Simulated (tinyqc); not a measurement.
Worked calculation: Pariser-Parr-Pople SCF with singles CI, for the molecule C=C(C=O)C(=C)C(=C)C=O (SMILES; centres numbered as the heavy atoms are written). One step of it, computed by the program tinyqc.

Task: Singles CI, singlets. Over the 6 single excitations with the smallest orbital gaps: A = (e_a - e_i) delta + 2 (ia|jb) - (ij|ab), with (pq|rs) = sum c_mp c_mq gamma_mn c_nr c_ns. f = 2/3 w |mu|^2 in atomic units, mu = sqrt2 sum c_ia sum_m c_mi c_ma R_m.

orbital energies (eV): [-14.402927, -13.542662, -12.260493, -10.909472, -9.544813, -3.076197, -2.774161, -1.432985, 0.301177, 1.987169]

coefficients:
```
          MO1        MO2        MO3        MO4        MO5        MO6        MO7        MO8
1C   0.228501  -0.169059  -0.142844   0.439454  -0.408615   0.604787  -0.189976   0.080161
2C   0.437310  -0.272605  -0.193584   0.396752  -0.208651  -0.303567   0.107758  -0.094920
3C   0.335149  -0.395663   0.273453  -0.065387  -0.029942  -0.428408   0.203166   0.433779
4O   0.292368  -0.440625   0.505766  -0.371417   0.152254   0.378399  -0.168431  -0.279295
5C   0.431458   0.035601  -0.409097  -0.024384   0.396238  -0.122212  -0.053694  -0.428923
6C   0.203532   0.016222  -0.276304  -0.010212   0.593652   0.365944   0.171918   0.530464
7C   0.390661   0.325874  -0.171541  -0.414859  -0.227861  -0.075301  -0.283243  -0.091295
8C   0.188044   0.180364  -0.123989  -0.426437  -0.421144   0.213392   0.604433   0.092615
9C   0.289481   0.434424   0.275197   0.060043  -0.041362  -0.089238  -0.480293   0.409525
10O  0.243694   0.466289   0.497300   0.385982   0.158112   0.085675   0.417092  -0.261541

           MO9       MO10
1C   -0.291593   0.213084
2C    0.446952  -0.428351
3C   -0.425563   0.238954
4O    0.211349  -0.095974
5C   -0.020142   0.534245
6C    0.018903  -0.290208
7C   -0.433066  -0.453825
8C    0.292617   0.229014
9C    0.417009   0.257243
10O  -0.203973  -0.102878
```

repulsion gamma_rs (eV):
```
            1C         2C         3C         4O         5C         6C         7C         8C
1C   11.130000   5.346324   3.872543   3.001223   3.871891   2.881019   3.517263   2.620835
2C    5.346324  11.130000   5.345255   4.091643   5.344934   3.871876   3.872337   2.881119
3C    3.872543   5.345255  11.130000   5.773948   3.872337   3.517681   2.881224   2.343915
4O    3.001223   4.091643   5.773948  15.200000   3.697827   4.092428   2.719878   2.344528
5C    3.871891   5.344934   3.872337   3.697827  11.130000   5.345306   5.345255   3.872337
6C    2.881019   3.871876   3.517681   4.092428   5.345306  11.130000   3.871634   3.517197
7C    3.517263   3.872337   2.881224   2.719878   5.345255   3.871634  11.130000   5.344934
8C    2.620835   2.881119   2.343915   2.344528   3.872337   3.517197   5.344934  11.130000
9C    3.872337   3.518056   2.621353   2.344672   3.872543   2.881132   5.346324   3.871891
10O   3.001110   2.720384   2.151325   1.955712   3.001516   2.422787   4.093225   3.698377

            9C        10O
1C    3.872337   3.001110
2C    3.518056   2.720384
3C    2.621353   2.151325
4O    2.344672   1.955712
5C    3.872543   3.001516
6C    2.881132   2.422787
7C    5.346324   4.093225
8C    3.871891   3.698377
9C   11.130000   5.773854
10O   5.773854  15.200000
```

Centres (angstrom, eV; a flat drawing with bonds scaled to 1.40 angstrom):
```
centre          x          y  core charge z          W   gamma_rr
1C       0.252000   1.944000              1  11.160000  11.130000
2C       0.969000   0.742000              1  11.160000  11.130000
3C       2.369000   0.762000              1  11.160000  11.130000
4O       3.087000  -0.440000              1  17.700000  15.200000
5C       0.287000  -0.481000              1  11.160000  11.130000
6C       1.005000  -1.683000              1  11.160000  11.130000
7C      -1.113000  -0.501000              1  11.160000  11.130000
8C      -1.795000  -1.724000              1  11.160000  11.130000
9C      -1.830000   0.701000              1  11.160000  11.130000
10O     -3.230000   0.680000              1  17.700000  15.200000
```

Give: singlet CI matrix; singlet excitation energies; oscillator strengths.

Result:

singlet CI matrix (eV), order 5>6, 5>7, 4>6, 5>8, 4>7, 3>6:
$$\begin{pmatrix}
3.9254 & 0.0354 & -0.3234 & 0.4073 & 0.0458 & 0.3322 \\
0.0354 & 3.8604 & 0.1228 & 0.0221 & 0.1646 & -0.0515 \\
-0.3234 & 0.1228 & 5.1707 & -0.2690 & -0.0372 & -0.0081 \\
0.4073 & 0.0221 & -0.2690 & 5.0662 & 0.0595 & -0.0961 \\
0.0458 & 0.1646 & -0.0372 & 0.0595 & 5.2582 & -0.0053 \\
0.3322 & -0.0515 & -0.0081 & -0.0961 & -0.0053 & 6.0701
\end{pmatrix}$$

singlet excitation energies (eV): [3.6883, 3.8467, 4.8578, 5.2632, 5.5696, 6.1253]

oscillator strengths: [0.1693, 0.0719, 0.0044, 0.3116, 1.0728, 0.1527]
